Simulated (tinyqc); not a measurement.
Hydrogenic donor in a hard-walled well (variational): sweeps and comparisons. A value that a table varies takes the place of the one given here.

Trial function cos(pi z/L) exp(-r/lam), r measured from the donor at zi, walls at +/- L/2, one eps everywhere. Counted from the lowest subband, E(lam) = c/(m lam^2) - (q/eps) I0/I1, with I0 the integral of cos^2(pi z/L) exp(-2|z - zi|/lam) over the well and I1 the same with the factor (|z - zi| + lam/2); c = hbar^2/2m0, q = e^2/(4 pi eps0). The binding energy is -E at the minimum.

Constants: hbar^2/2m0 = 3.80998211 eV angstrom^2; e^2/(4 pi eps0) = 14.39964547 eV angstrom; Ry = 13.60569312 eV.

Inputs chosen for the exercise (near those of Si, with one mean mass; shifted at random, so the results belong to these values and not to a real crystal): m = 0.306 m0 (mass); eps = 11.8 (dielectric constant); Ls = (4, 9, 17, 34, 78, 145, 258) angstrom (widths); L = 32 angstrom (well width); zi = 0 angstrom (position of the donor from the centre).

## Width of the well

Ry* = 29.9005 meV
a* = 20.406 angstrom

Donor at the centre and at the wall (zi = L/2).

Binding:
```
L (angstrom)   L/a*  centre (meV)  in Ry*  wall (meV)  in Ry*  centre/wall
4              0.20         99.37   3.323       74.22   2.482         1.34
9              0.44         84.92   2.840       54.59   1.826         1.56
17             0.83         71.34   2.386       40.34   1.349         1.77
34             1.67         56.48   1.889       27.63   0.924         2.04
78             3.82         41.81   1.398       16.91   0.565         2.47
145            7.11         34.82   1.165       11.85   0.396         2.94
258           12.64         31.66   1.059        9.18   0.307         3.45
```

What does this show, and why?

At the centre the binding falls from 3.32 to 1.06 Ry*, between the limits 4 and 1. At the wall it falls from 2.48 to 0.31 Ry*, towards 1/4: the wall forces a node through the donor, as in a 2p state. With this trial function, which underbinds wall donors by about a tenth, the wall donor drops below the bulk value between 17 and 34 angstrom. The ratio grows from 1.34 to 3.45. Widths under about 15 angstrom lie outside envelope theory and serve only to show the limit.

## Position of the donor

Fixed width; zi from the centre to the wall.

Binding:
```
2 zi/L  zi (angstrom)  lam (angstrom)  binding (meV)  in Ry*
0.0               0.0            18.3          57.72   1.930
0.2               3.2            18.7          55.51   1.856
0.4               6.4            20.0          49.43   1.653
0.6               9.6            22.9          41.36   1.383
0.8              12.8            27.2          33.96   1.136
0.9              14.4            29.6          31.03   1.038
1.0              16.0            31.8          28.61   0.957
```

What can be read from the table?

Uniform doping spreads the level over 29.12 meV, from 57.72 at the centre to 28.61 at the wall, while lam grows by 74 %. The slope is flat at the centre, which gives a peak in the density of donor states there, and steepest between 2 zi/L = 0.4 and 0.6.

## What each parameter does

The minimum over lam; Ry* = Ry m/eps^2. Each row changes one parameter from the base and keeps the others.

Results:
```
case             binding (meV)  lam (angstrom)  binding/Ry*
base                     57.72            18.3        1.930
m = 0.367 m0             64.83            15.9        1.808
eps = 13                 49.22            19.8        1.998
L = 42 angstrom          52.30            19.4        1.749
zi = 6 angstrom          50.35            19.8        1.684
```

How do the results move?

The largest shifts from the base row, up to three for each result and ties (the steps differ in size, so this ranks the rows, not the parameters). binding (meV): eps -8.50, zi -7.37, m +7.11. lam (angstrom): m -2.4, zi +1.5, eps +1.4. binding/Ry*: zi -0.247, L -0.181, m -0.123.

tinyqc: `OMP_NUM_THREADS=1 python tinyqc.py 1250088 1250089 out.jsonl`; about 0.03 s, one thread, shared Intel(R) Xeon(R) Processor @ 2.30GHz.
